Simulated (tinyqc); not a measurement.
The product rho l across metals: free and nearly free electrons in a metal.

Constants: hbar^2/2m0 = 3.80998211 eV angstrom^2; hbar = 6.58211957e-16 eV s.

Free electrons with m = 1; fcc cells hold 4 atoms and bcc cells 2; n = atoms z/a^3, kF = (3 pi^2 n)^(1/3), rho l = hbar kF/(n e^2), e = 1.602176634e-19 C. Inputs are chosen for the exercise.

Results:

| case | lattice | a (angstrom) | z | rho (micro-ohm cm) | kF (1/angstrom) | EF (eV) | l (nm) | rho l (1e-16 ohm m^2) |
|---|---|---|---|---|---|---|---|---|
| near Au | fcc | 4.110 | 1 | 2.09 | 1.195 | 5.44 | 40.8 | 8.52 |
| near K | bcc | 5.218 | 1 | 6.88 | 0.747 | 2.13 | 31.7 | 21.80 |
| near Ca | fcc | 5.566 | 2 | 3.29 | 1.112 | 4.71 | 29.9 | 9.84 |
| near Al | fcc | 4.074 | 3 | 2.81 | 1.739 | 11.52 | 14.3 | 4.02 |
| near Ag | fcc | 4.078 | 1 | 1.55 | 1.204 | 5.53 | 54.1 | 8.39 |
| near Cu | fcc | 3.636 | 1 | 1.57 | 1.351 | 6.95 | 42.5 | 6.67 |

rho l falls as n^(-2/3): it is lowest for the case near Al and highest for near K. The lowest bulk rho belongs to near Ag; in very narrow wires, where rho l rules, the order changes. Real Fermi surfaces depart from spheres, most for the polyvalent and noble metals.

(tinyqc, `OMP_NUM_THREADS=1 python tinyqc.py 1651104 1651105 out.jsonl`, Intel(R) Xeon(R) Processor @ 2.30GHz, 1 thread, shared host, about 0.01 s.)
